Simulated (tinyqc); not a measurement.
Film and buried-oxide thickness from two coupling ratios.

Problem. In a depleted film -dVT/dVb is k1 = Cs Cbox/(Cox (Cs + Cbox)) for a front channel and k2 = Cbox (Cox + Cs)/(Cox Cs) for a back channel, with Cox = eps0 eox/tox, Cs = eps0 eps_r/ts, Cbox = 3.9 eps0/tb. Find ts and tb.

Values chosen for this exercise; band and dielectric values close to those of In0.53Ga0.47As: relative permittivity eps_r = 13.9; relative permittivity of the gate insulator (close to silicon dioxide) eox = 3.9; insulator thickness tox = 2.1 nm.

coupling ratios for a front and a back channel: [0.029828326, 0.050766343]

Answer. With y = Cox/Cs and z = Cox/Cbox, 1/k1 = y + z and k2 = (1 + y)/z, so y = (k2/k1 - 1)/(1 + k2); the thicknesses follow from y and z.

ts = 5.000 nm
tb = 69.00 nm

Numbers from tinyqc (`OMP_NUM_THREADS=1 python tinyqc.py 2190116 2190117 out.jsonl`; about 0.6 s on one thread of a shared Intel Xeon 2.30GHz).
